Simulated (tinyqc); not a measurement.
Tunnelling through a two-layer gate stack, WKB transmission and Tsu-Esaki current: two steps of the calculation.

Electrons leave the emitter at x = 0. Energies E (motion across the layers) are in eV from the emitter Fermi level; the collector Fermi level lies at -V and offers states at every E. No charge in the dielectric and no image force: F1 = V/(t1 + t2 eps1/eps2), F2 = F1 eps1/eps2; U = phi1 - F1 x in layer 1 and phi2 - F1 t1 - F2 (x - t1) in layer 2. With C = hbar^2/(2 m0), kappa = sqrt(m (U - E)/C) where U > E and 0 elsewhere; T(E) = exp(-S), S = 2 times the integral of kappa over x.

Values chosen for this exercise; layer 1 close to silicon dioxide, layer 2 close to aluminium oxide:
```
symbol,value,unit,meaning
T,200,K,temperature
Ef,0.34,eV,Fermi energy of the emitter above its band bottom
me,0.45,m0,emitter mass in the supply function
phi1,3.1,eV,barrier of layer 1 above the emitter Fermi level at zero bias
m1,0.5,m0,tunnelling mass of layer 1
t1,0.7,nm,thickness of layer 1
eps1,3.71,,relative permittivity of layer 1
phi2,2.69,eV,barrier of layer 2 at zero bias
m2,0.4,m0,tunnelling mass of layer 2
t2,2.5,nm,thickness of layer 2
eps2,9.17,,relative permittivity of layer 2
V,0.8,V,voltage across the dielectric
E,0,eV,energy of the electron followed
Ea,-0.34,eV,lower end of the energy grid
Eb,0.18,eV,upper end of the energy grid
nE,15,,points of the energy grid
```

Constants: q = 1.602176634e-19 C, kB = 1.380649e-23 J/K, hbar = 1.054571817e-34 J s, m0 = 9.1093837015e-31 kg, Vt = kB T/q, hbar^2/(2 m0) = 0.0380998212 eV nm^2. Results are converted to the units shown.

Question 1. WKB exponent in closed form. Each layer adds (2/F) sqrt(m/C) [G(u at its left edge) - G(u at its right edge)] to S, with u = U - E (0 where negative) and G(u) = (2/3) u^1.5. The slope follows from 1/d = -dS/dE.

Give: S; T(E); energy d over which T(E) grows by a factor e.

Answer 1.

S = 32.302
T(E) = 9.3645e-15
energy d over which T(E) grows by a factor e = 0.14196 eV

The midpoint rule gives S = 32.303, so its T(E) is 0.084 % below this value. The band edge stays above E through the whole stack: direct tunnelling through a trapezoid.

Question 2. Current density on a coarse energy grid. J = J0 times the integral of T(E) N(E) dE, N = ln[(1 + exp(-E/Vt))/(1 + exp((-E - V)/Vt))], J0 = q^2 me m0 kB T/(2 pi^2 hbar^3) (times 1e-4 for A/cm^2 per eV), by Simpson's rule on nE equally spaced points from Ea to Eb.

Wanted: E; T(E); N; T(E) N; J0; J.

Answer 2.

E, point 0 to 14 (eV): [-0.3400, -0.3029, -0.2657, -0.2286, -0.1914, -0.1543, -0.1171, -0.0800, -0.0429, -0.0057, 0.0314, 0.0686, 0.1057, 0.1429, 0.1800]
T(E), point 0 to 14: [9.289e-16, 1.186e-15, 1.518e-15, 1.946e-15, 2.499e-15, 3.216e-15, 4.146e-15, 5.357e-15, 6.934e-15, 8.995e-15, 1.169e-14, 1.524e-14, 1.990e-14, 2.604e-14, 3.417e-14]
N, point 0 to 14: [19.73, 17.57, 15.42, 13.26, 11.11, 8.952, 6.798, 4.651, 2.567, 0.8726, 0.1497, 0.01854, 0.002166, 2.512e-4, 2.912e-5]
T(E) N, point 0 to 14: [1.832e-14, 2.085e-14, 2.341e-14, 2.581e-14, 2.776e-14, 2.879e-14, 2.819e-14, 2.492e-14, 1.780e-14, 7.849e-15, 1.750e-15, 2.824e-16, 4.310e-17, 6.543e-18, 9.951e-19]
J0 = 1.255e8 A/(cm^2 eV)
J = 1.010e-6 A/cm^2

The integrand peaks at E = -0.154 eV among these points.

Range of the model: A layer thinner than 0.8 nm holds only a few atomic planes, where an effective mass is a rough description.

Numbers from tinyqc (`OMP_NUM_THREADS=1 python tinyqc.py 2540104 2540105 out.jsonl`; about 0.05 s on one thread of a shared Intel Xeon 2.30GHz).
